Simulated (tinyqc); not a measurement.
Plane-wave Kohn-Sham cycle with exchange-only LDA in a layered model solid, step by step. Computed by tinyqc, a small Python program that keeps every step. Settings: points = 16, plane-wave index or count = 3, electrons = 4, k points = 3, area = 38.0, mixing = 0.1, iteration cap = 75. Command: `OMP_NUM_THREADS=1 python tinyqc.py 28395 28396 out.jsonl` (the two numbers bound the seeds that draw the settings). One thread of a shared host (Intel(R) Xeon(R) Processor @ 2.60GHz), about 0.05 s of CPU time with the checks. Later iterations appear only in the table of the cycle.

## Iteration 1: potential

A solid whose potential varies along x alone (atomic units):
```
parameter                      value
period a                   17.900000
cross-section of the cell  38.000000
electrons per cell                 4
grid points                       16
plane waves -n..n, n               3
k points                           3
V1 in V1 cos(2 pi x/a)     -0.490000
V2 in V2 cos(4 pi x/a)     -0.200000
```

density at the start, on the grid x_j = j a/N (e/bohr^3): [0.00588062, 0.00588062, 0.00588062, 0.00588062, 0.00588062, 0.00588062, 0.00588062, 0.00588062, 0.00588062, 0.00588062, 0.00588062, 0.00588062, 0.00588062, 0.00588062, 0.00588062, 0.00588062]

V_H(G) = 4 pi rho(G)/G^2 for G != 0 (uniform background); v_x = -(3 rho/pi)^(1/3); V = V_ext + V_H + v_x; Fourier components f(G_m) = (1/N) sum_j f(x_j) exp(-i G_m x_j).

Potentials on the grid (hartree):
```
x              V_ext       V_H        v_x          V
0.000000   -0.690000  0.000000  -0.177745  -0.867745
1.118750   -0.594122  0.000000  -0.177745  -0.771868
2.237500   -0.346482  0.000000  -0.177745  -0.524228
3.356250   -0.046094  0.000000  -0.177745  -0.223839
4.475000    0.200000  0.000000  -0.177745   0.022255
5.593750    0.328936  0.000000  -0.177745   0.151191
6.712500    0.346482  0.000000  -0.177745   0.168737
7.831250    0.311280  0.000000  -0.177745   0.133534
8.950000    0.290000  0.000000  -0.177745   0.112255
10.068750   0.311280  0.000000  -0.177745   0.133534
11.187500   0.346482  0.000000  -0.177745   0.168737
12.306250   0.328936  0.000000  -0.177745   0.151191
13.425000   0.200000  0.000000  -0.177745   0.022255
14.543750  -0.046094  0.000000  -0.177745  -0.223839
15.662500  -0.346482  0.000000  -0.177745  -0.524228
16.781250  -0.594122  0.000000  -0.177745  -0.771868
```

V(G_m), m = 0, 1, 2, ... (hartree): [-0.177745, -0.245000, -0.100000, 0.000000, 0.000000, 0.000000, 0.000000]

## Iteration 1: Hamiltonian at one k

k = 0.000000 2 pi / a

H(m,m') = (k + G_m)^2/2 delta + V(G_m - G_m'), with V(-G) = V(G).

H (hartree), order -3, -2, -1, +0, +1, +2, +3:
```
[[0.376710, -0.245000, -0.100000, 0.000000, 0.000000, 0.000000, 0.000000],
 [-0.245000, 0.068679, -0.245000, -0.100000, 0.000000, 0.000000, 0.000000],
 [-0.100000, -0.245000, -0.116139, -0.245000, -0.100000, 0.000000, 0.000000],
 [0.000000, -0.100000, -0.245000, -0.177745, -0.245000, -0.100000, 0.000000],
 [0.000000, 0.000000, -0.100000, -0.245000, -0.116139, -0.245000, -0.100000],
 [0.000000, 0.000000, 0.000000, -0.100000, -0.245000, 0.068679, -0.245000],
 [0.000000, 0.000000, 0.000000, 0.000000, -0.100000, -0.245000, 0.376710]]
```

## Iteration 1: levels at that k

Diagonalise the Hermitian matrix.

eigenvalues (hartree): [-0.675123, -0.305965, 0.007923, 0.199643, 0.220803, 0.514411, 0.519061]

## Iteration 1: new density

Motion across x is left out: the lowest 2 band(s) hold two electrons at each of the k points (j + 1/2)/nk - 1/2. Residual R = rho(out) - rho(in); rho(new) = rho(in) + 0.1 R. rho(out) = 2/(a A nk) sum |psi|^2 with psi = sum c exp(i G x). Harris energy E = band energy - dV sum rho (V_H/2 + v_x) + (3/4) dV sum rho v_x with rho(in), dV = a A/N, band energy = (2/nk) sum of the filled levels.

rho(out) (e/bohr^3): [0.01603403, 0.01757639, 0.01474355, 0.00586484, 0.00073150, 0.00002057, 0.00002402, 0.00006070, 0.00001281, 0.00006070, 0.00002402, 0.00002057, 0.00073150, 0.00586484, 0.01474355, 0.01757639]

density after iteration 1 (e/bohr^3): [0.00689596, 0.00705020, 0.00676692, 0.00587904, 0.00536571, 0.00529462, 0.00529496, 0.00529863, 0.00529384, 0.00529863, 0.00529496, 0.00529462, 0.00536571, 0.00587904, 0.00676692, 0.00705020]

energy per cell = -1.77947155 hartree

## Iteration 2: potential

As before.

Potentials on the grid (hartree):
```
x              V_ext        V_H        v_x          V
0.000000   -0.690000   0.102154  -0.187437  -0.775283
1.118750   -0.594122   0.093886  -0.188824  -0.689060
2.237500   -0.346482   0.067861  -0.186260  -0.464882
3.356250   -0.046094   0.028799  -0.177729  -0.195024
4.475000    0.200000  -0.010831  -0.172398   0.016771
5.593750    0.328936  -0.042965  -0.171633   0.114338
6.712500    0.346482  -0.065944  -0.171637   0.108901
7.831250    0.311280  -0.079720  -0.171677   0.059883
8.950000    0.290000  -0.084325  -0.171625   0.034050
10.068750   0.311280  -0.079720  -0.171677   0.059883
11.187500   0.346482  -0.065944  -0.171637   0.108901
12.306250   0.328936  -0.042965  -0.171633   0.114338
13.425000   0.200000  -0.010831  -0.172398   0.016771
14.543750  -0.046094   0.028799  -0.177729  -0.195024
15.662500  -0.346482   0.067861  -0.186260  -0.464882
16.781250  -0.594122   0.093886  -0.188824  -0.689060
```

V(G_m), m = 0, 1, 2, ... (hartree): [-0.177461, -0.202589, -0.096904, 0.000033, 0.000267, 0.000232, 0.000057]

## Iteration 2: Hamiltonian at one k

k = 0.000000 2 pi / a

As before.

H (hartree), order -3, -2, -1, +0, +1, +2, +3:
```
[[0.376993, -0.202589, -0.096904, 0.000033, 0.000267, 0.000232, 0.000057],
 [-0.202589, 0.068963, -0.202589, -0.096904, 0.000033, 0.000267, 0.000232],
 [-0.096904, -0.202589, -0.115855, -0.202589, -0.096904, 0.000033, 0.000267],
 [0.000033, -0.096904, -0.202589, -0.177461, -0.202589, -0.096904, 0.000033],
 [0.000267, 0.000033, -0.096904, -0.202589, -0.115855, -0.202589, -0.096904],
 [0.000232, 0.000267, 0.000033, -0.096904, -0.202589, 0.068963, -0.202589],
 [0.000057, 0.000232, 0.000267, 0.000033, -0.096904, -0.202589, 0.376993]]
```

## Iteration 2: levels at that k

As before.

eigenvalues (hartree): [-0.593925, -0.250232, 0.022437, 0.143592, 0.199340, 0.477573, 0.483956]

## Iteration 2: new density

As before.

rho(out) (e/bohr^3): [0.01577833, 0.01726462, 0.01466425, 0.00614708, 0.00092594, 0.00004655, 0.00003568, 0.00006424, 0.00001493, 0.00006424, 0.00003568, 0.00004655, 0.00092594, 0.00614708, 0.01466425, 0.01726462]

density after iteration 2 (e/bohr^3): [0.00778420, 0.00807164, 0.00755665, 0.00590585, 0.00492173, 0.00476981, 0.00476903, 0.00477519, 0.00476595, 0.00477519, 0.00476903, 0.00476981, 0.00492173, 0.00590585, 0.00755665, 0.00807164]

energy per cell = -1.52119437 hartree

## Convergence

Stop when sqrt(dV sum R^2) is below 1e-8, dV = a A/N.

Course of the cycle:
```
iteration  E (hartree)  norm of the residual
1          -1.77947155              1.87e-01
2          -1.52119437              1.66e-01
3          -1.31712227              1.45e-01
4          -1.15867569              1.25e-01
5          -1.04014802              1.04e-01
6          -0.96803627              6.04e-02
7          -0.96874169              9.02e-02
8          -0.96050332              5.31e-02
9          -0.96155591              7.86e-02
10         -0.95531556              4.78e-02
11         -0.95720230              6.99e-02
...                ...                   ...
65         -0.95042511              4.61e-02
66         -0.94789559              4.61e-02
67         -0.95042493              4.61e-02
68         -0.94789560              4.61e-02
69         -0.95042479              4.61e-02
70         -0.94789560              4.61e-02
71         -0.95042468              4.61e-02
72         -0.94789561              4.61e-02
73         -0.95042460              4.61e-02
74         -0.94789561              4.61e-02
75         -0.95042453              4.61e-02
```

Not converged within 75 iterations: the residual has stopped falling: the iteration swings between two states. At the k point shown the highest filled and lowest empty bands lie only 0.0163 hartree apart, so integer filling is fragile. Reruns (cap 100 unless said): mixing 0.5, Kerker q0 1.0: not converged; mixing 0.3, Pulay depth 5: not converged; the original settings with a cap of 400: not converged.
